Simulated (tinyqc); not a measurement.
Changing the longitudinal mass m_l: mobility of a non-polar semiconductor in the relaxation-time approximation. Computed by tinyqc, a small Python program. Command: `OMP_NUM_THREADS=1 python tinyqc.py 3021312 3021313 out.jsonl rta sweep`. One thread of a shared host (Intel(R) Xeon(R) Processor @ 2.30GHz), about 0.02 s of CPU time with the checks.

Each valley is treated as a sphere of mass m_d for states and rates, with one isotropic relaxation time; the conductivity mass m_c sets the current.

Inputs (values chosen for the exercise, modelled on electrons in diamond):
```
quantity                                            value       unit
transverse mass m_t                                 0.287        m_0
equivalent valleys Z                                    6          -
non-parabolicity alpha                               0.22       1/eV
static permittivity eps_s                             5.7          -
density rho                                          3515     kg/m^3
sound velocity v_l                                  18700        m/s
acoustic deformation potential D_A                    8.2         eV
phonon energy hbar w                                  147        meV
optical or intervalley deformation potential D_o      8.1  1e8 eV/cm
final valleys Z_f                                       5          -
carrier density n                                 1.3e+17     1/cm^3
compensation ratio C                                    0          -
temperature T                                         500          K
alloy fraction x                                      0.4          -
alloy potential U                                    0.36         eV
lattice constant a                                   3.57   angstrom
```

Band: Kane. Impurity formula: Brooks-Herring. Further scattering: alloy.

Constants: k_B = 8.617333262e-05 eV/K; m_0 = 9.1093837015e-31 kg; e = 1.602176634e-19 C; hbar = 1.054571817e-34 J s; eps_0 = 8.8541878128e-12 F/m; k_B = 1.380649e-23 J/K; hbar = 6.582119569e-16 eV s.

Method:
- m_d = (m_l m_t^2)^(1/3); 1/m_c = (1/m_l + 2/m_t)/3; Hall mass factor A = 3 K_m (K_m + 2)/(2 K_m + 1)^2, K_m = m_l/m_t; N_I = n (1 + C)/(1 - C).
- Kane band: hbar^2 k^2/(2 m) = E (1 + alpha E), speed v = hbar k/(m (1 + 2 alpha E)), states per spin, volume and energy g(E) = m k (1 + 2 alpha E)/(2 pi^2 hbar^2); overlap factors are set to 1. Here m = m_d. Masses are multiplied by m_0 and all formulas are in SI units.
- The reduced Fermi level eta = E_F/(k_B T) solves n = 2 Z int g f dE with f = 1/(1 + exp(x - eta)) (Z = 1 unless valleys are given); screening length L_s = sqrt(eps_s eps_0 k_B T/(e^2 dn/deta)), dn/deta = 2 Z int g f (1 - f) dE.
- Integrals over x = E/(k_B T) use 160 Gauss-Legendre points in u = sqrt(x) from 0 to sqrt(max(eta, 0) + 32).
- Phonon occupation N_q = 1/(exp(hbar w/(k_B T)) - 1).
- Acoustic deformation potential (elastic, equipartition, absorption and emission together): 1/tau = 2 pi k_B T D_A^2 g(E)/(hbar rho v_l^2).
- Optical or intervalley deformation potential: 1/tau = (pi Z_f D_o^2/(rho w)) [N_q g(E + hbar w) + (N_q + 1) g(E - hbar w)], with g = 0 below the band edge.
- Each optical term is multiplied by (1 - f(E'))/(1 - f(E)), E' the final energy, for Pauli blocking.
- Singly charged impurities, momentum relaxation: 1/tau = N_I e^4 m (1 + 2 alpha E) Phi/(8 pi (eps_s eps_0)^2 hbar^3 k^3), with alpha = 0 for a parabolic band.
- Brooks-Herring: Phi = ln(1 + b) - b/(1 + b), b = 4 k^2 L_s^2.
- Alloy disorder: 1/tau = (2 pi/hbar) Omega x (1 - x) U^2 g(E), Omega = a^3/4 (other conventions for Omega rescale U).
- mu = (m_d/m_c) (2 Z e/(3 n k_B T)) int g v^2 tau f (1 - f) dE.
- Averages over x are split at the emission threshold x_0 = hbar w/(k_B T): 64 Gauss-Legendre points in sqrt(x) below it and 128 in sqrt(x - x_0) above it, up to x = max(eta, 0) + 32.
- Rates are added at each energy before the average. With <y> = int g v^2 y f (1 - f) dE: Hall factor r_H = A (3 n k_B T/(2 Z m_d)) <tau^2/(1 + 2 alpha E)>/<tau>^2 (alpha = 0 for a parabolic band); Hall mobility r_H mu; |S| = (k_B/e) (<x tau>/<tau> - eta); resistivity 1/(n e mu).

One run for each value; columns: (1) longitudinal mass m_l (m_0); (2) drift mobility mu (cm^2/(V s)); (3) density-of-states mass m_d (m_0); (4) conductivity mass m_c (m_0); (5) Hall mass factor A; (6) Seebeck coefficient |S| (microvolt/K):
```
(1)      (2)      (3)      (4)      (5)     (6)
0.29  1212.5  0.28800  0.28799  0.99999  740.51
0.41  1030.3  0.32323  0.31889  0.98765  750.71
0.58   889.9  0.36285  0.34511  0.95900  761.06
0.83   775.2  0.40890  0.36704  0.92222  771.91
1.20   679.0  0.46236  0.38452  0.88455  783.24
1.70   602.2  0.51928  0.39699  0.85313  794.11
2.40   535.9  0.58254  0.40621  0.82747  805.05
3.40   476.3  0.65426  0.41307  0.80706  816.28
```

Describe and explain the trends.

Over the rows, drift mobility mu (cm^2/(V s)) falls from 1210 to 476 (exponent d ln y / d ln x -0.47 between the first rows and -0.34 between the last); density-of-states mass m_d (m_0) rises from 0.288 to 0.654 (exponent d ln y / d ln x about 0.33 throughout); conductivity mass m_c (m_0) rises from 0.288 to 0.413 (exponent d ln y / d ln x 0.29 between the first rows and 0.048 between the last). m_c stays below 1.5 m_t = 0.430 however large m_l gets, while m_d keeps growing as m_l^(1/3); A falls from 1 towards 3/4.

Caution (all rows): diamond forms no such random alloy, so the alloy term is a formal exercise. Caution (all rows): n is taken as given; at low temperature (in diamond even at 300 K) real dopants can freeze out, which changes n and N_I.
